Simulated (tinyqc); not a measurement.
Inductance and parasitic capacitance from two readings.

Inverse problem. A loss-free coil L in parallel with C shows the apparent inductance L/(1 - w^2 L C), w = 2 pi f. Find L, C and the self-resonance 1/(2 pi sqrt(L C)).

apparent inductance at 6 and 14 GHz (nH): 0.90828754  1.9715407

Answer. The inverse of the reading is 1/L - w^2 C, a straight line in w^2.

L = 0.810 nH
C = 94.0 fF
self-resonance = 18.2 GHz

Program tinyqc, `OMP_NUM_THREADS=1 python tinyqc.py 2302224 2302225 out.jsonl`; Intel Xeon 2.30GHz, shared host, one thread, about 0.01 s.
